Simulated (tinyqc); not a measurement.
Spherical quantum dot: one step. Hard-wall levels.

With hard walls E = c (x/R)^2/mw, x a zero of j_l: 1s 3.141593; 2s 6.283185; 1p 4.493409; 2p 7.725252; 1d 5.763459; 2d 9.095011; 1f 6.987932; 2f 10.417119.

Constants: hbar^2/2m0 = 3.80998211 eV angstrom^2.

Values chosen for the exercise (out of a larger set: near those of a non-polar GaN dot in AlN; not measured data): R = 22 angstrom (radius); mw = 0.204 m0 (mass inside).

Task: The six lowest of these, with their orbital degeneracy; c = hbar^2/2m0.

Give: Hard walls.

Result:

Hard walls:
```
state  degeneracy       x  E (eV)
1s              1  3.1416  0.3808
1p              3  4.4934  0.7791
1d              5  5.7635  1.2818
2s              1  6.2832  1.5234
1f              7  6.9879  1.8843
2p              3  7.7253  2.3029
```

Shells close, with spin and per valley, at 2, 8, 18, 20 electrons; levels above about 0.3 eV are beyond a parabolic mass, and anisotropic valleys split the shells. The real barrier, V0 = 1.959 eV, lies below 1 value at the end of the list.

Computed by tinyqc, a small Python program: `OMP_NUM_THREADS=1 python tinyqc.py 1282525 1282526 out.jsonl` (the numbers bound the seed that draws the inputs); one thread of a shared host (Intel(R) Xeon(R) Processor @ 2.30GHz), about 0.09 s for the whole set of steps.
